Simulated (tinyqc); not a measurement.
# Mass and degeneracy from charge and saturation current

Inverse problem. At high drain voltage only states moving towards the drain are filled: n = (N0/2) F_0(eta), N0 = gv m kB T/(pi hbar^2), F_0(x) = ln(1 + exp x), and I = q (N0/2) vT F_(1/2)(eta) per width, vT = sqrt(2 kB T/(pi m)), F_(1/2)(x) = (2/sqrt(pi)) int_0^infinity u^(1/2)/(1 + exp(u - x)) du. Find eta and m.

Parameters, values chosen for the exercise:
- T = 300 K (temperature)
- gv = 1 (valley degeneracy)

Constants: q = 1.602176634e-19 C, kB = 1.380649e-23 J/K, hbar = 1.054571817e-34 J s, m0 = 9.1093837015e-31 kg. Results are converted to the units shown.

n = 7.0440615e12 cm^-2
I = 2587.9936 uA/um

Solution. The mass drops out of I^2/(q^2 n) = gv (kB T)^2 F_(1/2)^2/(pi^2 hbar^2 F_0), which rises with eta and so fixes it; n then gives m.

eta = 6.270
m = 0.2080 m0

Numbers from tinyqc (`OMP_NUM_THREADS=1 python tinyqc.py 2400157 2400158 out.jsonl`; about 0.01 s on one thread of a shared Intel Xeon 2.30GHz).
